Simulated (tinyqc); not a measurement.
Inside a calculation. Method: plane-wave Kohn-Sham cycle with exchange-only LDA in a layered model solid. One step of it, computed by the program tinyqc.

Question. Iteration 1: Hamiltonian at one k. H(m,m') = (k + G_m)^2/2 delta + V(G_m - G_m'), with V(-G) = V(G).

A solid whose potential varies along x alone (atomic units):
```
parameter                      value
period a                   17.400000
cross-section of the cell  32.000000
electrons per cell                 2
grid points                       16
plane waves -n..n, n               2
k points                           3
V1 in V1 cos(2 pi x/a)     -0.450000
```

V(G_m), m = 0, 1, 2, ... (hartree): [-0.150811, -0.225000, 0.000000, 0.000000, 0.000000]

k = 0.000000 2 pi / a

Give: H.

Answer.

H (hartree), order -2, -1, +0, +1, +2:
$$\begin{pmatrix}
0.1100 & -0.2250 & 0.0000 & 0.0000 & 0.0000 \\
-0.2250 & -0.0856 & -0.2250 & 0.0000 & 0.0000 \\
0.0000 & -0.2250 & -0.1508 & -0.2250 & 0.0000 \\
0.0000 & 0.0000 & -0.2250 & -0.0856 & -0.2250 \\
0.0000 & 0.0000 & 0.0000 & -0.2250 & 0.1100
\end{pmatrix}$$
